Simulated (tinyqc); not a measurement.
Non-radiative capture by multiphonon emission, one effective mode. Changing the Huang-Rhys factor S. Computed by tinyqc, a small Python program. Command: `OMP_NUM_THREADS=1 python tinyqc.py 3012137 3012138 out.jsonl capture sweep`. One thread of a shared host (Intel(R) Xeon(R) Processor @ 2.30GHz), about 0.04 s of CPU time with the checks.

The initial state (free carrier plus empty centre) lies dE above the final state; both have the same frequency and are displaced by dQ.

Inputs (values chosen for the exercise, with mass, screening and phonons like those of CdTe): energy released dE = 0.285 eV; phonon energy hbar omega = 13.8 meV; electron-phonon coupling W = 0.0045 eV/(u^(1/2) angstrom); cell volume V = 1800 angstrom^3; degeneracy g = 2; broadening b = 9.3 meV; carrier mass m = 0.608 m_0; dielectric constant eps = 9.92; temperature T = 400 K; defect density N_t = 1e+15 cm^-3.

Centre: repulsive.

Constants: hbar^2/u = 4.18015928e-03 eV angstrom^2; k_B = 8.617333262e-05 eV/K; hbar = 6.582119569e-16 eV s; Ry = 13.605693123 eV; k_B = 1.380649e-23 J/K; m_0 = 9.1093837015e-31 kg.

Method:
- dQ = sqrt(2 S (hbar^2/u)/hbar omega); relaxation energy lambda = S hbar omega; phonons needed P = dE/hbar omega; classical barrier E_b = (dE - lambda)^2/(4 lambda); occupation n = 1/(exp(hbar omega/k_B T) - 1).
- Huang-Rhys weight for a net emission of p phonons: L_p = exp(-S (2n + 1)) ((n + 1)/n)^(p/2) I_p(2 S sqrt(n (n + 1))), I_p the modified Bessel function.
- M_p = sum_m w_m <m_i|Q|(m + p)_f>^2 with Q counted from the final minimum and Boltzmann weights w_m for m = 0..24; <m_i|Q|k_f> = sqrt((hbar^2/u)/(2 hbar omega)) [sqrt(k) <m|k-1> + sqrt(k+1) <m|k+1>], with overlaps of oscillators displaced by d = sqrt(2 S) summed on 1500 points from -16 to 16 + d.
- The delta function is a Gaussian of standard deviation b at dE - p hbar omega.
- C_0 = V (2 pi/hbar) g W^2 sum_p M_p Gaussian_p. The sum runs over the seven p from round(P) - 3 to round(P) + 3; 1 angstrom^3 = 1e-24 cm^3.
- Sommerfeld factor of a repulsive centre: s(k) = 2 pi nu/(exp(2 pi nu) - 1), nu = sqrt(Ry*/E), Ry* = Ry m/eps^2, averaged over (2/sqrt(pi)) sqrt(x) exp(-x) dx with x = E/k_B T = t^2 (trapezoid, t to 6 in steps of 0.01).
- C = s C_0; v = sqrt(3 k_B T/m); sigma = C/v; tau = 1/(C N_t).

One run for each value:
```
Huang-Rhys factor S  capture coefficient C (cm^3/s)  classical barrier E_b (eV)  dQ (u^(1/2) angstrom)
5.5                                      9.4742e-12                     0.14401                 1.8254
6.8                                      2.6159e-11                     0.09735                 2.0297
8.5                                      5.8850e-11                     0.05994                 2.2692
11.0                                     1.1183e-10                     0.02922                 2.5815
13.0                                     1.4559e-10                     0.01554                 2.8064
```

Describe and explain the trends.

Over the rows, capture coefficient C (cm^3/s) rises from 9.47e-12 to 1.46e-10 (exponent d ln y / d ln x 4.8 between the first rows and 1.6 between the last); classical barrier E_b (eV) falls from 0.144 to 0.0155 (exponent d ln y / d ln x -1.8 between the first rows and -3.8 between the last); dQ (u^(1/2) angstrom) rises from 1.83 to 2.81 (exponent d ln y / d ln x about 0.50 throughout). The barrier vanishes where S equals the number of phonons needed, dE/hbar omega = 20.7. Left out: 2.20, 2.80, 3.50, 4.40 (the run failed its checks).

Caution (rows 5.50): the largest term is not the one nearest energy conservation, so C_0 depends strongly on the broadening b. Caution (all rows): the effective Bohr radius is under 10 angstrom, so the effective-mass Sommerfeld factor is rough.

Extremes, crossings and ranges named in words are read from the listed rows.
